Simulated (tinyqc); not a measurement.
Trading HF for NH4F at fixed fluoride: speciation in dilute and buffered hydrofluoric acid, oxide etch rate and bath loading. Computed by tinyqc, a small Python program. Command: `OMP_NUM_THREADS=1 python tinyqc.py 3121206 3121207 out.jsonl hfetch walk`. One thread of a shared host (Intel(R) Xeon(R) Processor @ 2.30GHz), about 0.01 s of CPU time with the checks.

Concentrations stand for activities, NH4+ and Cl- are spectators, and water ionisation is neglected. H, F and HF2 denote the ions H+, F- and HF2-. The base temperature is 298 K.

Inputs (values chosen for the exercise, of the order of those for thermal oxide at room temperature):
```
quantity,value,unit
HF added,0.059,mol/L
NH4F added,0,mol/L
K1 = [H][F]/[HF],0.000681,mol/L
K2 = [HF2]/([HF][F]),4.4,L/mol
K3 = [H2F2]/[HF]^2,2.44,L/mol
rate constant of neutral HF k_a,15,nm L/(min mol)
rate constant of HF2 k_b,68,nm L/(min mol)
```

Method:
- Fluoride balance: [HF] + [F] + 2 [HF2] + 2 [H2F2] = HF added + NH4F added. Acid balance: [H] + [HF] + [HF2] + 2 [H2F2] = HF added + HCl added. For a trial [H], [HF] = [H][F]/K1, and the fluoride balance is a quadratic in [F].
- Rate = k_a ([HF] + 2 [H2F2]) + k_b [HF2], an empirical two-term form.
- Total fluoride is held at HF + NH4F added, without HCl; x is the share added as HF.

Against x:
```
x,pH,[F] (mol/L),[HF] (mol/L),[HF2] (mol/L),rate (nm/min)
0.05,4.5445,0.055510,0.002327,0.0005683,0.07394
0.15,4.0091,0.048745,0.007009,0.0015033,0.21095
0.30,3.6111,0.039123,0.014068,0.0024216,0.39017
0.40,3.4128,0.033057,0.018765,0.0027295,0.49286
0.50,3.2329,0.027274,0.023426,0.0028112,0.58272
0.60,3.0578,0.021790,0.028010,0.0026855,0.66020
0.75,2.7813,0.014238,0.034590,0.0021669,0.75378
0.90,2.4616,0.007946,0.040308,0.0014092,0.81937
1.00,2.2285,0.004967,0.043089,0.0009416,0.84628
```

[HF2] is largest at x = 0.5 and the rate at x = 1 among these rows; HF2 needs both HF and F.

Extremes, crossings and ranges named in words are read from the listed rows.
